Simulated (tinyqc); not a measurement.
Worked calculation: RKS/BP86 in the sto-3g basis, for H6, spin multiplicity 1. One step of it, computed by the program tinyqc.

Task: Iteration 1: diagonalisation and new density. Diagonalise F' = X^T F X, C = X C', fill 3 alpha and 3 beta electrons from the bottom; D = 2 C_occ C_occ^T. Each column has its largest component positive (the first on a tie).

Kohn-Sham matrix F (hartree):
```
           1H 1s      2H 1s      3H 1s      4H 1s      5H 1s      6H 1s
1H 1s  -0.299345  -0.320237  -0.090651  -0.021626  -0.002650  -0.000319
2H 1s  -0.320237  -0.130267  -0.187684  -0.076286  -0.015096  -0.002645
3H 1s  -0.090651  -0.187684   0.003763  -0.185845  -0.076428  -0.021636
4H 1s  -0.021626  -0.076286  -0.185845   0.003424  -0.188033  -0.090725
5H 1s  -0.002650  -0.015096  -0.076428  -0.188033  -0.130568  -0.320239
6H 1s  -0.000319  -0.002645  -0.021636  -0.090725  -0.320239  -0.299903
```

X:
```
               1          2          3          4          5         6
1H 1s  -0.464162  -0.705588  -0.648482   0.482872   0.367199  0.187372
2H 1s   0.857454   0.918685   0.406154   0.201915   0.387765  0.279796
3H 1s  -1.144833  -0.361909   0.568292  -0.427334   0.141398  0.344338
4H 1s   1.145471  -0.363837  -0.567105  -0.426916  -0.141880  0.344411
5H 1s  -0.857548   0.917539  -0.407947   0.202219  -0.387459  0.279905
6H 1s   0.463412  -0.703403   0.649763   0.483813  -0.366672  0.187279
```

Give: F' = X^T F X; orbital energies; coefficients C; D after iteration 1.

Result:

F' = X^T F X (hartree):
```
        1      2       3       4       5       6
1   0.995  0.000  -0.104   0.000   0.017   0.000
2   0.000  0.482   0.000   0.117   0.000   0.023
3  -0.104  0.000   0.166   0.000   0.124   0.000
4   0.000  0.117   0.000  -0.161   0.000  -0.122
5   0.017  0.000   0.124   0.000  -0.327   0.000
6   0.000  0.023   0.000  -0.122   0.000  -0.286
```

orbital energies (hartree): MO1 -0.368, MO2 -0.358, MO3 -0.099, MO4 0.184, MO5 0.502, MO6 1.008

coefficients C:
```
         MO1     MO2     MO3     MO4     MO5     MO6
1H 1s  0.476   0.534  -0.394  -0.594  -0.611  -0.380
2H 1s  0.248   0.260   0.120   0.586   0.940   0.802
3H 1s  0.088   0.041   0.488   0.446  -0.430  -1.206
4H 1s  0.090  -0.037   0.489  -0.443  -0.432   1.206
5H 1s  0.260  -0.249   0.122  -0.587   0.939  -0.801
6H 1s  0.499  -0.512  -0.395   0.594  -0.609   0.380
```

D after iteration 1:
```
        1H 1s   2H 1s   3H 1s   4H 1s   5H 1s   6H 1s
1H 1s   1.333   0.420  -0.257  -0.339  -0.114   0.239
2H 1s   0.420   0.288   0.183   0.143   0.029  -0.114
3H 1s  -0.257   0.183   0.496   0.491   0.144  -0.339
4H 1s  -0.339   0.143   0.491   0.498   0.184  -0.258
5H 1s  -0.114   0.029   0.144   0.184   0.288   0.418
6H 1s   0.239  -0.114  -0.339  -0.258   0.418   1.336
```
